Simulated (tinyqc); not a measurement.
From results back to parameters: bond-orbital model of a tetrahedral semiconductor (Harrison's universal couplings). Three cases, with inputs chosen for the exercise.

Problem. In the bond-orbital model the bond-antibond splitting is 2 sqrt(V2^2 + V3^2), Z* = 4 ap - (Z - 4) with ap = V3/sqrt(V2^2 + V3^2), and V2 = 3.22 x 2c/d^2, c = hbar^2/2m0. The values below come from a hidden bond length and V3.

Constants: hbar^2/2m0 = 3.80998211 eV angstrom^2.

Case 1.

Values chosen (out of a larger set: near tabulated values for GaP; the model gives trends, and its gaps can be far from the real ones; not measured data): Z = 5 (valence electrons of the anion).

splitting = 10.03160 eV
Z* = 0.96579 e

Case 2.

Values chosen (out of a larger set: near tabulated values for AlAs; the model gives trends, and its gaps can be far from the real ones; not measured data): Z = 5 (valence electrons of the anion).

splitting = 9.24259 eV
Z* = 0.91938 e

Case 3.

Values chosen (out of a larger set: near tabulated values for GaAs; the model gives trends, and its gaps can be far from the real ones; not measured data): Z = 5 (valence electrons of the anion).

splitting = 9.35874 eV
Z* = 0.89449 e

Find: V2, V3; d.

Solution. ap = (Z* + Z - 4)/4; V3 = ap times half the splitting, V2 = sqrt(1 - ap^2) times it, and d = sqrt(6.44 c/V2).

Case 1.

V2, V3 (eV): 4.368  2.465

d = 2.370 angstrom

Case 2.

V2, V3 (eV): 4.055  2.217

d = 2.460 angstrom

Case 3.

V2, V3 (eV): 4.121  2.216

d = 2.440 angstrom

Computed by tinyqc, one run a case: `OMP_NUM_THREADS=1 python tinyqc.py N N+1 out.jsonl` with N = 1450541, 1450561, 1450578; one thread of a shared Intel(R) Xeon(R) Processor @ 2.30GHz, about 0.01 s a run at most.
